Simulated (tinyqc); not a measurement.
Capacitance of parallel on-chip lines from Laplace's equation on a mesh: two steps of the calculation.

Cross-section of an endless row of equal lines between two grounded planes; neighbours are driven in antiphase (+1 V and -1 V), so the plane midway between two lines is at 0 V. By symmetry one quarter is solved: x runs from the centre of a line (column 0, mirror) to that midplane (column 4, 0 V), y from the mid-height of the line (row 0, mirror) to the ground plane (row 4, 0 V). The line fills columns 0 to 1 and rows 0 to 2 at 1 V. Cells beside the line (below row 2) have e2, cells above have e1. Each link between nodes has the conductance g = mean permittivity of the two cells beside it (a cell beyond a mirror counts as 0), and the free nodes obey sum g (V_neighbour - V) = 0.

Values chosen for this exercise: relative permittivity above and below the lines e1 = 3.9; relative permittivity between the lines e2 = 1; over-relaxation factor om = 1.

Constants: eps0 = 8.8541878128e-12 F/m. Results are converted to the units shown.

Task 1. Relaxation sweep. One sweep visits the free nodes row by row from row 0, left to right, and replaces V by V + om (weighted mean of the neighbours - V), using new values at once.

V at the start (V):

|  | col 0 | col 1 | col 2 | col 3 | col 4 |
|---|---|---|---|---|---|
| row 0 | 1 | 1 | 0 | 0 | 0 |
| row 1 | 1 | 1 | 0 | 0 | 0 |
| row 2 | 1 | 1 | 0 | 0 | 0 |
| row 3 | 0 | 0 | 0 | 0 | 0 |
| row 4 | 0 | 0 | 0 | 0 | 0 |

gx:

|  | col 0 | col 1 | col 2 | col 3 |
|---|---|---|---|---|
| row 0 | 0.5 | 0.5 | 0.5 | 0.5 |
| row 1 | 1 | 1 | 1 | 1 |
| row 2 | 2.45 | 2.45 | 2.45 | 2.45 |
| row 3 | 3.9 | 3.9 | 3.9 | 3.9 |
| row 4 | 1.95 | 1.95 | 1.95 | 1.95 |

gy:

|  | col 0 | col 1 | col 2 | col 3 | col 4 |
|---|---|---|---|---|---|
| row 0 | 0.5 | 1 | 1 | 1 | 0.5 |
| row 1 | 0.5 | 1 | 1 | 1 | 0.5 |
| row 2 | 1.95 | 3.9 | 3.9 | 3.9 | 1.95 |
| row 3 | 1.95 | 3.9 | 3.9 | 3.9 | 1.95 |

Find: V after sweep 1.

Result 1.

V after sweep 1 (V):

|  | col 0 | col 1 | col 2 | col 3 | col 4 |
|---|---|---|---|---|---|
| row 0 | 1.0000 | 1.0000 | 0.2500 | 0.0625 | 0.0000 |
| row 1 | 1.0000 | 1.0000 | 0.3125 | 0.0938 | 0.0000 |
| row 2 | 1.0000 | 1.0000 | 0.2819 | 0.0800 | 0.0000 |
| row 3 | 0.2500 | 0.3125 | 0.1486 | 0.0572 | 0.0000 |
| row 4 | 0.0000 | 0.0000 | 0.0000 | 0.0000 | 0.0000 |

Task 2. Capacitance per length. C = 4 eps0 sum g (difference of V)^2 over all links (twice the energy of the four quarters, line at 1 V). Plate estimate without fringing: eps0 [2 e1 w/hd + 2 e2 t/(s/2)], w = 2 hx, t = 4 hx, s/2 = 3 hx, hd = 2 hx.

converged V (V):

|  | col 0 | col 1 | col 2 | col 3 | col 4 |
|---|---|---|---|---|---|
| row 0 | 1.0000000 | 1.0000000 | 0.6119959 | 0.2841209 | 0.0000000 |
| row 1 | 1.0000000 | 1.0000000 | 0.5819314 | 0.2622440 | 0.0000000 |
| row 2 | 1.0000000 | 1.0000000 | 0.4534858 | 0.1829236 | 0.0000000 |
| row 3 | 0.4638852 | 0.4277704 | 0.2471966 | 0.1075300 | 0.0000000 |
| row 4 | 0.0000000 | 0.0000000 | 0.0000000 | 0.0000000 | 0.0000000 |

gx:

|  | col 0 | col 1 | col 2 | col 3 |
|---|---|---|---|---|
| row 0 | 0.5 | 0.5 | 0.5 | 0.5 |
| row 1 | 1 | 1 | 1 | 1 |
| row 2 | 2.45 | 2.45 | 2.45 | 2.45 |
| row 3 | 3.9 | 3.9 | 3.9 | 3.9 |
| row 4 | 1.95 | 1.95 | 1.95 | 1.95 |

gy:

|  | col 0 | col 1 | col 2 | col 3 | col 4 |
|---|---|---|---|---|---|
| row 0 | 0.5 | 1 | 1 | 1 | 0.5 |
| row 1 | 0.5 | 1 | 1 | 1 | 0.5 |
| row 2 | 1.95 | 3.9 | 3.9 | 3.9 | 1.95 |
| row 3 | 1.95 | 3.9 | 3.9 | 3.9 | 1.95 |

Give: C; plate estimate.

Result 2.

C = 185.2 aF/um
plate estimate = 92.67 aF/um

tinyqc, about 0.5 s, one thread, Intel Xeon 2.30GHz (shared host): `OMP_NUM_THREADS=1 python tinyqc.py 2790137 2790138 out.jsonl`
